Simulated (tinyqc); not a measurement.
Inside a calculation. Method: G0W0 on RHF in the 6-31g basis, for H3+, spin multiplicity 1. One step of it, computed by the program tinyqc.

Question. Screening: direct RPA. With D = e_a - e_i and K = (ia|jb): diagonalise D^(1/2) (D + 4K) D^(1/2) = Z w^2 Z^T; X + Y = D^(1/2) Z w^(-1/2), each column of Z with its largest component positive (the first on a tie); E_c = (sum w - tr (D + 2K)) / 2.

orbital energies (hartree): MO1 -1.225470, MO2 -0.192522, MO3 -0.165035, MO4 0.299698, MO5 0.750810, MO6 0.826872

Two-electron integrals over orbitals (pq|rs), unique and non-zero (hartree):
```
(11|11) 0.686148    (21|11) -0.008872   (21|21) 0.088063    (22|11) 0.470797
(22|21) 0.036468    (22|22) 0.428699    (31|31) 0.080232    (32|31) -0.031463
(32|32) 0.029327    (33|11) 0.461290    (33|21) -0.035607   (33|22) 0.354820
(33|33) 0.414184    (41|11) 0.140624    (41|21) -0.003555   (41|22) 0.051953
(41|33) 0.047190    (41|41) 0.068355    (42|11) -0.004322   (42|21) -0.013715
(42|22) -0.011641   (42|33) 0.008327    (42|41) -0.003294   (42|42) 0.035221
(43|31) -0.019121   (43|32) 0.010349    (43|43) 0.039295    (44|11) 0.467437
(44|21) -0.007927   (44|22) 0.370149    (44|33) 0.370184    (44|41) 0.059143
(44|42) 0.000580    (44|44) 0.375786    (51|11) 0.004592    (51|21) -0.079650
(51|22) -0.034584   (51|33) 0.029756    (51|41) 0.003077    (51|42) -0.017707
(51|44) 0.004308    (51|51) 0.103497    (52|11) -0.162856   (52|21) -0.029102
(52|22) -0.088025   (52|33) -0.062691   (52|41) -0.062041   (52|42) -0.006726
(52|44) -0.073195   (52|51) 0.042102    (52|52) 0.097414    (53|31) 0.025183
(53|32) -0.007095   (53|43) 0.005647    (53|53) 0.017783    (54|11) 0.005678
(54|21) -0.071204   (54|22) -0.030723   (54|33) 0.028254    (54|41) 0.002694
(54|42) 0.010551    (54|44) 0.006366    (54|51) 0.070549    (54|52) 0.026459
(54|54) 0.070247    (55|11) 0.587341    (55|21) 0.066813    (55|22) 0.471342
(55|33) 0.384140    (55|41) 0.114944    (55|42) 0.002035    (55|44) 0.419051
(55|51) -0.085390   (55|52) -0.172236   (55|54) -0.065179   (55|55) 0.622122
(61|31) -0.078136   (61|32) 0.032475    (61|43) -0.013576   (61|53) -0.036683
(61|61) 0.110990    (62|31) 0.031471    (62|32) -0.010530   (62|43) 0.005315
(62|53) 0.018909    (62|61) -0.044336   (62|62) 0.023170    (63|11) -0.161222
(63|21) 0.032511    (63|22) -0.064937   (63|33) -0.078738   (63|41) -0.061373
(63|42) 0.008434    (63|44) -0.073617   (63|51) -0.039356   (63|52) 0.050736
(63|54) -0.027240   (63|55) -0.101606   (63|63) 0.090438    (64|31) -0.067264
(64|32) 0.027209    (64|43) 0.013360    (64|53) -0.024030   (64|61) 0.075000
(64|62) -0.029937   (64|64) 0.070881    (65|31) -0.057641   (65|32) 0.031446
(65|43) -0.003212   (65|53) -0.025016   (65|61) 0.078759    (65|62) -0.031173
(65|64) 0.059139    (65|65) 0.063404    (66|11) 0.611704    (66|21) -0.072351
(66|22) 0.401125    (66|33) 0.462992    (66|41) 0.125193    (66|42) -0.009881
(66|44) 0.435555    (66|51) 0.082992    (66|52) -0.112577   (66|54) 0.065805
(66|55) 0.476388    (66|63) -0.173174   (66|66) 0.647558
```

Give: D^(1/2) (D + 4K) D^(1/2); excitation energies w; X + Y; RPA correlation energy.

Answer.

D^(1/2) (D + 4K) D^(1/2) (hartree^2):
```
         1>2      1>3      1>4      1>5      1>6
1>2   1.4308   0.0000  -0.0178  -0.4552   0.0000
1>3   0.0000   1.4648   0.0000   0.0000  -0.4611
1>4  -0.0178   0.0000   2.7432   0.0214   0.0000
1>5  -0.4552   0.0000   0.0214   4.7238   0.0000
1>6   0.0000  -0.4611   0.0000   0.0000   5.1233
```

excitation energies w (hartree): 1.1700  1.1864  1.6562  2.1877  2.2761

X + Y:
```
          1       2        3        4        5
1>2  0.9310  0.0000  -0.0072  -0.0924   0.0000
1>3  0.0000  0.9382   0.0000   0.0000  -0.0841
1>4  0.0123  0.0000   0.9595   0.0096   0.0000
1>5  0.1746  0.0000  -0.0141   0.9418   0.0000
1>6  0.0000  0.1620   0.0000   0.0000   0.9424
```

RPA correlation energy = -0.036531 hartree
